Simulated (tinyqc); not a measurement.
# Threshold-voltage variability of a planar MOSFET, analytic estimates: what changes with what

Three independent sources add in quadrature: random dopants in the depleted layer, metal-gate grains of two orientations, and roughness of the two gate edges acting through the roll-off VT = VT(long) - Vr exp(-L/l). These are first-order estimates: no three-dimensional electrostatics, no percolation.

Inputs (values chosen for the exercise); material values close to those of silicon:
```
symbol,value,unit,meaning
T,300,K,temperature
Eg,1.1,eV,band gap
eps_r,11.8,,relative permittivity of the semiconductor
Nc,2.8e19,cm^-3,conduction-band density of states at T
Nv,2.65e19,cm^-3,valence-band density of states at T
Na,7.7e17,cm^-3,channel doping
ti,2.1,nm,oxide-equivalent thickness in inversion
L,45,nm,gate length
W,200,nm,gate width
G,7,nm,metal grain size
dW,0.15,eV,work-function difference of the two grain orientations
p,0.5,,share of the orientation of higher work function
De,1.4,nm,rms roughness of one gate edge
La,15,nm,correlation length of the roughness
l,10,nm,decay length of the threshold roll-off
Vr,1.8,V,prefactor of the roll-off
```

Constants: q = 1.602176634e-19 C, kB = 1.380649e-23 J/K, Vt = kB T/q, eps0 = 8.8541878128e-14 F/cm where lengths are in cm. Results are converted to the units shown.

Each table varies one quantity; the others keep the values above.

## Effect of the correlation length of the roughness

ni = sqrt(Nc Nv) exp(-Eg/(2 Vt)), Eg in volts; Cox = 3.9 eps0/ti; Wd = sqrt(4 eps0 eps_r Vt ln(Na/ni)/(q Na)); dopants: s1 = (q/Cox) sqrt(Na Wd/(3 L W)). Grains: Ng = L W/G^2 (at least 1), s2 = dW sqrt(p (1 - p)/Ng). Edges, with exponential correlation and u = W/La: the mean gate length has sL^2 = 2 De^2 (2/u)[1 - (1 - exp(-u))/u]; s3 = sL (Vr/l) exp(-L/l). s = sqrt(s1^2 + s2^2 + s3^2). l and Vr are held fixed.

The same in every row: s1 (mV) = 10.33; s2 (mV) = 5.534.

Result of one run:
```
La (nm)	s3 (mV)	s (mV)	s sqrt(L W) (mV um)
20	1.680	11.84	1.123
```

What becomes of these results when the correlation length of the roughness La is changed from 20 to 80 nm, all else the same?

Result of the changed run:
```
La (nm)	s3 (mV)	s (mV)	s sqrt(L W) (mV um)
80	2.817	12.05	1.143
```

The whole series:
```
La (nm)	s3 (mV)	s (mV)	s sqrt(L W) (mV um)
2	0.5571	11.73	1.113
5	0.8741	11.75	1.114
10	1.220	11.78	1.117
20	1.680	11.84	1.123
40	2.241	11.93	1.132
80	2.817	12.05	1.143
160	3.281	12.17	1.154
```

As La goes from 2 to 160 nm, s rises from 11.7 to 12.2 mV. The dopants are the largest source in the first and the last row. The edge term s3 rises from 0.557 to 3.28 mV: a longer correlation averages out less along the width.

## Effect of the oxide-equivalent thickness in inversion

Same model as above.

l and Vr are held fixed.

The same in every row: s2 (mV) = 5.534; s3 (mV) = 1.475.

Results:
```
ti (nm)	s1 (mV)	s (mV)	s sqrt(L W) (mV um)
0.8	3.934	6.948	0.6591
1.6	7.867	9.731	0.9232
2	9.834	11.38	1.080
2.4	11.80	13.12	1.244
2.8	13.77	14.91	1.415
3.2	15.73	16.74	1.589
```

Estimate the missing row, ti = 1.2 nm.

Computed row:
```
ti (nm)	s1 (mV)	s (mV)	s sqrt(L W) (mV um)
1.2	5.900	8.223	0.7801
```

With this row back in the table: As ti goes from 0.8 to 3.2 nm, s rises from 6.95 to 16.7 mV. The largest source is the grains in the first row and the dopants in the last. s1 goes on average as ti^(1.00).

tinyqc, about 0.01 s, one thread, Intel Xeon 2.30GHz (shared host): `OMP_NUM_THREADS=1 python tinyqc.py 2090121 2090122 out.jsonl`
